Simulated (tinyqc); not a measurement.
Precursor delivery by bubblers, mass-transport growth and the solid composition of a III-V alloy: one step, computed by the program tinyqc.

1 sccm = 44.615 micromol/min; 1 torr = 133.322 Pa. The sources decompose fully at the surface.

Question. Bubblers. log10 p_v = a - b/T_bath; molar flow = F x 44.615 x p_v/(p_b - p_v) for a saturated bubbler.

Inputs (values chosen for the exercise, modelled on triethylgallium (source 1) and trimethylindium (source 2) for the vapour pressures):
```
quantity              value  unit
bath temperature T1     284     K
bath temperature T2     301     K
bubbler pressure p_b    600  torr
carrier flow F1          61  sccm
carrier flow F2         350  sccm
```

constants a, b of source 1 (log10 torr, K): 8.106  2162

constants a, b of source 2 (log10 torr, K): 10.52  3014

Give: vapour pressure 1; molar flow 1; vapour pressure 2; molar flow 2.

Answer.

vapour pressure 1 = 3.114 torr

molar flow 1 = 14.20 micromol/min

vapour pressure 2 = 3.212 torr

molar flow 2 = 84.03 micromol/min

One kelvin of bath error changes flow 1 by 6.2 % and flow 2 by 7.7 %.
